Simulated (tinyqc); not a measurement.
Haynes-Shockley experiment: drift, diffusion and decay of a minority-carrier pulse: one step, computed by the program tinyqc.

A thin sheet of excess carriers is made at x = 0, t = 0 in a long uniform bar; injection is low, so the pulse moves with the minority mobility.

Question. Two distances. dn(x, t) = N0/sqrt(4 pi D t) exp(-(x - v t)^2/(4 D t) - t/tau). At fixed x the signal peaks where d ln(dn)/dt = 0: a t^2 + t/2 - x^2/(4 D) = 0 with a = v^2/(4 D) + 1/tau. Differences remove part of the bias: mu = (d2 - d)/(F (t_p2 - t_p)). The time-integrated signal is A(x) = (N0/u) exp(x (v - u)/(2 D)), u = sqrt(v^2 + 4 D/tau); the simple lifetime is tau = (t_p2 - t_p)/ln(A(d)/A(d2)).

Inputs (values chosen for the exercise, modelled on holes in n-type germanium in a lightly doped bar):

| quantity | value | unit |
|---|---|---|
| lifetime tau | 150 | microsecond |
| temperature T | 250 | K |
| field F | 15 | V/cm |
| distance d to the collector | 0.2 | cm |
| second distance d2 | 0.34 | cm |

drift velocity v = 28050 cm/s

D = 40.28603 cm^2/s

time of the peak t_p = 7.074313 microsecond

Give: t_p2; mobility from two distances; area ratio A(d)/A(d2); lifetime from areas.

Answer.

t_p2 = 12.06 microsecond

mobility from two distances = 1871 cm^2/(V s)

area ratio A(d)/A(d2) = 1.034

lifetime from areas = 149.9 microsecond
